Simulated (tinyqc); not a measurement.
Worked calculation: density of states of one tight-binding band on the simple cubic lattice. Values are carried at full precision from step to step, so a last printed digit may differ when a step is redone from the rounded ones.

E(k) = -2 t (c1 + c2 + c3) - 4 t2 (c1 c2 + c2 c3 + c3 c1) with ci = cos(2 pi ki); k in fractions of the reciprocal vectors, mesh k_i = j/N with j = 0 .. N-1. Densities are per cell and per spin, so the band holds one state.

Values chosen for the exercise: t = 0.58 eV (nearest hopping); t2 = 0 eV (second hopping); N = 5 (mesh points along each axis); bins = 6 (bins of the histogram); E_lo = -3.513 eV (lower end of the histogram); E_hi = 3.517 eV (upper end); E = -2.1 eV (energy at which the density is wanted); sigma = 0.058 eV (Gaussian width).

## Energies on the mesh

Evaluate the band at all 125 points and collect equal values.

Distinct energies:
```
E_k (eV)  points
-3.4800        1
-2.6785        6
-1.8769       12
-1.3815        6
-1.0754        8
-0.5800       24
0.2215        24
0.7169        12
1.5185        24
2.8154         8
```

The 125 points give 10 distinct energies between -3.4800 and 2.8154 eV; a dense mesh gives a band from -3.480 to 3.480 eV.

## Histogram

Count the points in equal bins from E_lo to E_hi; g = count/(all points x bin width).

Histogram:
```
from (eV)  to (eV)  points  g (1/eV)
-3.5130    -2.3413       7    0.0478
-2.3413    -1.1697      18    0.1229
-1.1697     0.0020      32    0.2185
0.0020      1.1737      36    0.2458
1.1737      2.3453      24    0.1639
2.3453      3.5170       8    0.0546
```

Empty bins: 0 of 6; the fullest holds 36 points.

## Gaussian broadening at one energy

Gaussian broadening: g(E) = mean over the mesh of exp(-(E - E_k)^2/(2 sigma^2))/(sigma sqrt(2 pi)), n(E) = mean of erfc((E_k - E)/(sigma sqrt 2))/2.

Sum over the distinct energies with their counts.

n(E) = 0.0560
g(E) = 0.0004 1/eV

## One tetrahedron of the mesh

For corner energies e1 <= e2 <= e3 <= e4 and eij = ei - ej, the share of the tetrahedron below E is n = (E - e1)^3/(e21 e31 e41) for e1 < E < e2; n = [e21^2 + 3 e21 x + 3 x^2 - (e31 + e42) x^3/(e32 e42)]/(e31 e41) with x = E - e2 for e2 < E < e3; n = 1 - (e4 - E)^3/(e41 e42 e43) for e3 < E < e4; its density of states is g = dn/dE.

corner energies, sorted (eV): -2.6785  -1.8769  -1.3815  -0.5800

Find its share below E and its density of states at E.

n = 0.0887
g = 0.4602 1/eV

E lies between corners 1 and 2.

## Sum over all linear tetrahedra

Each cube of the mesh, corners numbered 0 to 7 as the binary number (i j l), is cut into six tetrahedra around the diagonal 0-7: 0137, 0157, 0237, 0267, 0457, 0467. For corner energies e1 <= e2 <= e3 <= e4 and eij = ei - ej, the share of the tetrahedron below E is n = (E - e1)^3/(e21 e31 e41) for e1 < E < e2; n = [e21^2 + 3 e21 x + 3 x^2 - (e31 + e42) x^3/(e32 e42)]/(e31 e41) with x = E - e2 for e2 < E < e3; n = 1 - (e4 - E)^3/(e41 e42 e43) for e3 < E < e4; its density of states is g = dn/dE.

Average n and g over all pieces of the mesh. The reference uses the same method with N = 36.

n(E) = 0.0498
g(E) = 0.0945 1/eV
reference n(E) = 0.076
reference g(E) = 0.098 1/eV

On this mesh the linear method errs by -0.003 1/eV in g and -0.026 in n; the Gaussian sum erred by -0.097 and -0.020.

## Checks

- States below the top of the band by the linear method against one: both 1.000000.

Computed by tinyqc, a small Python program: `OMP_NUM_THREADS=1 python tinyqc.py 1680792 1680793 out.jsonl` (the numbers bound the seed that draws the inputs); one thread of a shared host (Intel(R) Xeon(R) Processor @ 2.30GHz), about 0.2 s for the whole set of steps.
